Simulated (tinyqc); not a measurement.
# Scale length and length offset from two DIBL values

Inverse problem. DIBL = exp(-Le/(2 l)) + 2 exp(-Le/l) with Le = L - dL. Find l, dL and the drawn length for a DIBL of 100 mV/V.

DIBL at drawn lengths 29 and 47 nm (mV/V): 87.844677  14.811466

Answer. With e = exp(-Le/(2 l)), 2 e^2 + e = DIBL gives e and so Le/l at each length; Le/l is a straight line in L with slope 1/l.

l = 5.40 nm
dL = 1.20 nm
length for 100 mV/V = 27.8 nm

tinyqc, about 0.01 s, one thread, Intel Xeon 2.30GHz (shared host): `OMP_NUM_THREADS=1 python tinyqc.py 2002180 2002181 out.jsonl`
